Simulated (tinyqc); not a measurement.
n-type polysilicon, carrier trapping at grain boundaries: effect of the doping.

One-dimensional grains of size Lg, uniform ionised doping N, monovalent traps Qt at each boundary at a depth Et below (for electrons) or above (for holes) the band edge there, abrupt depletion of width W on each side of a boundary, Boltzmann statistics. xi is the distance from the band edge at the grain centre to the Fermi level. Trapped charge Qt/(1 + exp((xi + VB - Et)/Vt)) = 2 N W, barrier VB = q N W^2/(2 eps0 eps_r).

If the trap equation with xi = Vt ln(NB/N) has a root W < Lg/2, the grain is partly depleted; otherwise W = Lg/2 and the trap equation gives xi = Et - VB + Vt ln(Qt/(N Lg) - 1). N* = Qt/Lg. n0 = NB exp(-xi/Vt); mean density n0 (1 - 2 W/Lg) by charge balance in a partly depleted grain, and n0 (sqrt(pi)/2) erf(u)/u with u = sqrt(VB/Vt) in a fully depleted one; v = sqrt(kB T/(2 pi ms m0)); barrier resistivity Vt exp(VB/Vt)/(q fe n0 v Lg); grain resistivity (1 - 2 W/Lg)/(q n0 mug); effective mobility 1/(q mean density total resistivity). Rows with xi above 0.45 V, towards mid-gap, are left out, since the other carrier type is ignored.

Inputs (values chosen for the exercise); values of the order met in polycrystalline silicon: temperature T = 300 K; relative permittivity eps_r = 11.7; conduction-band density of states at T NB = 2.8e19 cm^-3; grain size Lg = 260 nm; trap density of a grain boundary Qt = 7.6e11 cm^-2; depth of the trap level from the majority band edge at the boundary Et = 0.34 eV; mass for thermionic emission ms = 0.49 m0; correction factor of the emission rate fe = 0.12; mobility inside the grains mug = 110 cm^2/(V s).

Constants: q = 1.602176634e-19 C, kB = 1.380649e-23 J/K, m0 = 9.1093837015e-31 kg, Vt = kB T/q, eps0 = 8.8541878128e-14 F/cm where lengths are in cm. Results are converted to the units shown.

Effect of the doping:
columns A: N (cm^-3); B: N/N*; C: depleted share 2 W/Lg; D: VB (V); E: xi (V); F: mean density (cm^-3); G: resistivity (ohm cm); H: effective mobility (cm^2/(V s))
```
A             B        C         D        E         F        G      H
1.5e15  0.05132    1.000   0.01960   0.3958  4.996e12     4575  273.1
3.1e15   0.1061    1.000   0.04051   0.3546  2.021e13     2086  148.0
6.5e15   0.2224    1.000   0.08495   0.2874  2.011e14    865.5  35.86
1.4e16   0.4789   0.9065    0.1503   0.1965  1.309e15    322.9  14.77
2.9e16   0.9921   0.6278    0.1494   0.1777  1.079e16    150.6  3.839
6e16      2.053   0.4158    0.1356   0.1589  3.505e16    43.04  4.137
1.3e17    4.447   0.2224   0.08407   0.1389  1.011e17    3.014  20.49
2.6e17    8.895   0.1123   0.04285   0.1210  2.308e17   0.4653  58.12
5.6e17    19.16  0.05219   0.01993   0.1011  5.308e17   0.1480  79.46
1.2e18    41.05  0.02436  0.009304  0.08143  1.171e18  0.06220  85.70
```

As N goes from 1.5e15 to 1.2e18, VB goes from 0.0196 through a maximum of 0.150 (at N = 1.4e16 among the rows listed) to 0.00930 V, the resistivity falls from 4580 to 0.0622 ohm cm and the effective mobility goes from 273 through a minimum of 3.84 (at N = 2.9e16 among the rows listed) to 85.7 cm^2/(V s). The steepest fall of the resistivity among the rows, as N^(-3.4), lies between N = 6e16 and 1.3e17 cm^-3; N* = 2.92e16 cm^-3. While the grain is fully depleted VB grows as N; once the traps are full it falls as 1/N. For N = 1.5e15, 5.6e17, 1.2e18 VB is below Vt, where abrupt depletion and thermionic emission are rough. For N = 1.4e16 the grain is near the changeover between partial and full depletion, within a few Debye lengths, where both limits are rough. For N = 1.5e15, 3.1e15 the effective mobility exceeds mug, since drift through the depleted part of the grain is left out.

Numbers from tinyqc (`OMP_NUM_THREADS=1 python tinyqc.py 2830260 2830261 out.jsonl`; about 0.01 s on one thread of a shared Intel Xeon 2.30GHz).
